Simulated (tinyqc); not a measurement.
On-chip interconnect, size-dependent resistivity and RC delay: two steps of the calculation.

A rectangular line between two neighbours and two ground planes. Surface and grain-boundary scattering are added to the bulk resistivity as corrections; capacitances are parallel-plate values without fringing; inductance is ignored.

Values chosen for this exercise; metal values close to those of copper: line length Lw = 180 um; driver resistance Rd = 1900 ohm; load capacitance Cl = 1 fF; time step dt = 26 ps.

Problem 1. Ladder and Elmore delays. 5 equal pi sections: series Rs = r Lw/5; node capacitances c Lw/5, halved at nodes 0 and 5, with Cl added to node 5; Rd feeds node 0. Elmore delay of node k: the sum, over the resistors on the path to k, of resistance times all capacitance downstream of it.

r = 28.139111 ohm/um
c = 0.12531921 fF/um

Give: Rs; C; Elmore delay.

Solution 1.

Rs = 1013.0 ohm

```
node  C (fF)  Elmore delay (ps)
0     2.2557             44.759
1     4.5115             66.338
2     4.5115             83.347
3     4.5115             95.785
4     4.5115             103.65
5     3.2557             106.95
```

The far-end value equals Rd (c Lw + Cl) + r Lw (c Lw/2 + Cl) for any number of pi sections; the line resistance contributes 58.2 % of it.

Problem 2. Node voltages after a time step. A 1 V step is applied behind Rd at t = 0. C dv/dt = -G v + b, with G the conductance matrix of the ladder (1/Rs between neighbours, 1/Rd added at node 0) and b = (1 V/Rd, 0, ...). Trapezoidal step: (C/dt + G/2) v(new) = (C/dt - G/2) v + b.

Rs = 1013.0080 ohm

```
node     C (fF)  v at t = 0 (V)
0     2.2557458               0
1     4.5114916               0
2     4.5114916               0
3     4.5114916               0
4     4.5114916               0
5     3.2557458               0
```

Give: v at t = 1 dt.

Solution 2.

v at t = 1 dt, node 0 to 5 (V): [0.9282, 0.5199, 0.2944, 0.1724, 0.1109, 0.0885]

Range of the model: The metal width is under the mean free path, where the thick-limit surface term and the simple sum of corrections lose accuracy.

Program tinyqc, `OMP_NUM_THREADS=1 python tinyqc.py 2100046 2100047 out.jsonl`; Intel Xeon 2.30GHz, shared host, one thread, about 0.01 s.
